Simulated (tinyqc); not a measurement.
Worked calculation: regular and subregular solution with a miscibility gap. Computed by tinyqc, a small Python program that keeps every step. Command: `OMP_NUM_THREADS=1 python tinyqc.py 3009025 3009026 out.jsonl regsol walk`. One thread of a shared host (Intel(R) Xeon(R) Processor @ 2.30GHz), about 0.02 s of CPU time with the checks. Intermediate numbers are printed to about 6 digits and carried at full precision; extremes and crossings named in words are read from the listed rows.

Per mole of mixing sites: G(x) = x (1 - x) [L0 + L1 (1 - 2x)] + R T [x ln x + (1 - x) ln(1 - x)], x the fraction of B.

Inputs (values chosen for the exercise, modelled on Ga(1-x)In(x)N): lattice constant a_A = 4.5 angstrom; lattice constant a_B = 4.98 angstrom; constant K = 48500 kJ angstrom^2.5/mol; asymmetry L1 = 0 kJ/mol; temperature T = 1117 K; overall fraction x0 = 0.65; coherency modulus Y = 200 GPa; molar volume V_m = 16 cm^3/mol; gradient coefficient kappa = 3.9e-10 J/m; start value s0 = 0.02.

Source of L0: delta-lattice-parameter rule.

Constants: R = 8.314462618 J/(mol K).

## Interaction parameter

A bonding enthalpy -K a^(-2.5) with a linear in x gives L0 = 4.375 K (a_A - a_B)^2/abar^4.5, abar the mean lattice constant; eta = (a_B - a_A)/abar.

L0 = 44.4836 kJ/mol

eta = 0.101266

## G, chemical potentials and activities

G' = L0 (1 - 2x) + L1 (1 - 6x + 6x^2) + R T ln[x/(1 - x)]; G'' = -2 L0 - 6 L1 (1 - 2x) + R T/[x (1 - x)]. mu_A = G - x G', mu_B = G + (1 - x) G', activity = exp(mu/(R T)).

G, G'' and activities at x = 0.02, 0.1, 0.2, 0.35, 0.5, 0.65, 0.8, 0.9, 0.98:
```
x     G (kJ/mol)  G'' (kJ/mol)  activity of A  activity of B
0.02    -0.03864       384.872        0.98188        1.98983
0.10     0.98439        14.225        0.94416        4.84094
0.20     2.47001       -30.922        0.96894        4.28876
0.35     4.10701       -48.144        1.16878        2.64811
0.50     4.68346       -51.818        1.65581        1.65581
0.65     4.10701       -48.144        2.64811        1.16878
0.80     2.47001       -30.922        4.28876        0.96894
0.90     0.98439        14.225        4.84094        0.94416
0.98    -0.03864       384.872        1.98983        0.98188
```

G'' is negative at 5 of the nine compositions (0.2, 0.35, 0.5, 0.65, 0.8), where the solution is unstable.

## Critical point

The spinodal is G'' = 0, R T_s(x) = x (1 - x) [2 L0 + 6 L1 (1 - 2x)]; the critical point is its maximum.

critical composition x_c = 0.5

critical temperature T_c = 2675.07 K

With L1 = 0 this is x_c = 1/2 and T_c = L0/(2 R). Caution: a real alloy may melt or decompose below this critical temperature.

## Spinodal at T

Solve G'' = 0 on each side of x_c.

spinodal x_s1 = 0.118411

spinodal x_s2 = 0.881589

## First Newton step for the common tangent

Common tangent: F1 = G'(x1) - G'(x2) = 0 and F2 = [G - x G'](x1) - [G - x G'](x2) = 0. Newton step: J = [[G''(x1), -G''(x2)], [-x1 G''(x1), x2 G''(x2)]], J dx = -F; a step that would leave 0 < x < 1 is halved until it stays inside. The start is x1 = s0, x2 = 1 - s0.

F (kJ/mol): F1 13.1198, F2 -6.5599

J (kJ/mol):
$$\begin{pmatrix}
384.872 & -384.872 \\
-7.697 & 377.175
\end{pmatrix}$$

new (x1, x2): [0.002956, 0.997044]

## Binodal by Newton steps

Stop when the step is below 1e-12, or when x1 and x2 meet within 1e-5; residuals under 1e-7 are shown as 0.

Iteration:
```
step         x1        x2   F1 (kJ/mol)   F2 (kJ/mol)
1     0.0200000  0.980000   1.31198e+01  -6.55991e+00
2     0.0029556  0.997044  -1.96826e+01   9.84129e+00
3     0.0061690  0.993831  -6.52669e+00   3.26335e+00
4     0.0084577  0.991542  -1.03009e+00   5.15045e-01
5     0.0089634  0.991037  -3.19329e-02   1.59664e-02
6     0.0089801  0.991020  -3.21649e-05   1.60825e-05
7     0.0089801  0.991020             0             0
```

solubility limit x1 = 0.00898013

solubility limit x2 = 0.991020

Converged: the gap runs from 0.008980 to 0.9910, outside the spinodal as it must.

## Lever rule at x0

Inside the gap the B-rich phase has the fraction f = (x0 - x1)/(x2 - x1), and the gain is (1 - f) G(x1) + f G(x2) - G(x0); outside it one phase remains.

fraction f of the B-rich phase = 0.652743

free energy of decomposition = -4187.20 J/mol

x0 lies inside the chemical spinodal: coherency strain aside, small waves of composition grow without a barrier.

## Fastest-growing wave

Linear Cahn-Hilliard theory, coherency strain left out, with energy density G/V_m + kappa (grad x)^2: the rate goes as -k^2 (G''/V_m + 2 kappa k^2), so k_c^2 = -G''/(2 kappa V_m), the fastest wave has k_m = k_c/sqrt(2) and length 2 pi/k_m.

G''(x0) = -48.1441 kJ/mol

k_c = 1.96410 1/nm

fastest wavelength = 4.52409 nm

## Coherent spinodal

If the lattice stays coherent, G'' gains 2 eta^2 Y V_m (eta = d ln a/dx, Y the biaxial modulus, E/(1 - nu) if isotropic), which is L0 replaced by L0 - eta^2 Y V_m (1 GPa cm^3/mol = 1 kJ/mol); the program reports 0 if the result is not positive.

eta^2 Y V_m = 32.8153 kJ/mol

top of the coherent spinodal = 701.689 K

Coherency strain lowers the top by 1973 K, below T: a coherent alloy is stable against small waves at this T.

## The phase diagram

For this table each start is x_s1/6 and 1 - (1 - x_s2)/6. The dilute estimate of x1 is exp(-(L0 + L1)/(R T)).

Binodal and spinodal:
```
T (K)  binodal x1  spinodal x_s1  spinodal x_s2  binodal x2  dilute estimate of x1
1070   0.00718704       0.112698       0.887302    0.992813             0.00673703
1338    0.0212811       0.146508       0.853492    0.978719              0.0183410
1605    0.0463287       0.183766       0.816234    0.953671              0.0356708
1873    0.0857632       0.226215       0.773785    0.914237              0.0574720
2140     0.144778       0.276381       0.723619    0.855222              0.0820794
2408     0.237480       0.342015       0.657985    0.762520               0.108412
2568     0.329532       0.399967       0.600033    0.670468               0.124507
```

The dilute estimate is 0.94 of x1 at the lowest T and 0.38 at the highest: it drops the pull of the other solutes and the impurity of the second phase. Near the top the binodal is 1.70 times as wide as the spinodal; the mean-field limit at T_c is sqrt(3) = 1.73.

Checks made by the program: binodal against the lower hull of G on 40001 points (relative difference 4e-06).
